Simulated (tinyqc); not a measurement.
Thin-film transistor with exponential tail and deep states, accumulation layer: two steps of the calculation.

An undoped film in accumulation, thicker than the space-charge layer. With band bending psi the Fermi level lies E0 - psi below the band edge. Free electrons n = n0 exp(psi/Vt) carry the current; electrons in two exponential distributions of traps, a = a0 exp(psi/Va) and d = d0 exp(psi/Vp), do not. Linear regime, ohmic contacts, traps in equilibrium.

Parameters, values chosen for the exercise; values close to those of amorphous indium gallium zinc oxide: temperature T = 300 K; relative permittivity of the semiconductor eps_r = 10; density of extended states Nc = 3.7e18 cm^-3; band mobility mb = 22 cm^2/(V s); total density of tail states Nt = 4.3e18 cm^-3; characteristic temperature of the tail Tt = 370 K; total density of deep states Nd = 8.3e16 cm^-3; characteristic temperature of the deep states Td = 1930 K; bulk Fermi level below the band edge E0 = 0.54 eV; gate capacitance Ci = 20 nF/cm^2; ratio W/L WL = 20; drain voltage Vd = 0.05 V; gate voltage above flat band Vg = 19 V.

Constants: q = 1.602176634e-19 C, kB = 1.380649e-23 J/K, Vt = kB T/q, eps0 = 8.8541878128e-14 F/cm where lengths are in cm. Results are converted to the units shown.

Task 1. Bulk densities. Va = kB Tt/q, Vp = kB Td/q; n0 = Nc exp(-E0/Vt), a0 = Nt th(T/Tt) exp(-E0/Va), d0 = Nd th(T/Td) exp(-E0/Vp), th(x) = pi x/sin(pi x).

Find: Va; Vp; th(T/Tt); n0; a0; d0.

Result 1.

Va = 0.031884 V
Vp = 0.16631 V
th(T/Tt) = 4.5488
n0 = 3.1376e9 cm^-3
a0 = 8.6301e11 cm^-3
d0 = 3.3604e15 cm^-3

Task 2. Free and total charge, current. Va = kB Tt/q, Vp = kB Td/q. G(psi) = sum over the three kinds of c0 [V (exp(psi/V) - 1) - psi], field F = sqrt(2 q G/(eps0 eps_r)); Vg = psi + eps0 eps_r F/Ci at the surface. Total charge Q = Ci (Vg - psi_s); free charge Qf = q times the integral of n0 (exp(psi/Vt) - 1)/F over psi from 0 to psi_s; I = (W/L) mb Qf Vd; effective mobility mb Qf/Q.

psi_s = 0.526835219 V
n0 = 3.13762467e9 cm^-3
a0 = 8.63013204e11 cm^-3
d0 = 3.36035240e15 cm^-3

Wanted: surface densities; Q; Qf; effective mobility; I.

Result 2.

surface densities (cm^-3): free 2.224e18, tail 1.294e19, deep 7.982e16
Q = 369.5 nC/cm^2
Qf = 36.05 nC/cm^2
effective mobility = 2.147 cm^2/(V s)
I = 793.1 nA

Computed by the program tinyqc: `OMP_NUM_THREADS=1 python tinyqc.py 2610025 2610026 out.jsonl`, one thread of a shared Intel Xeon 2.30GHz, about 0.01 s for the whole run.
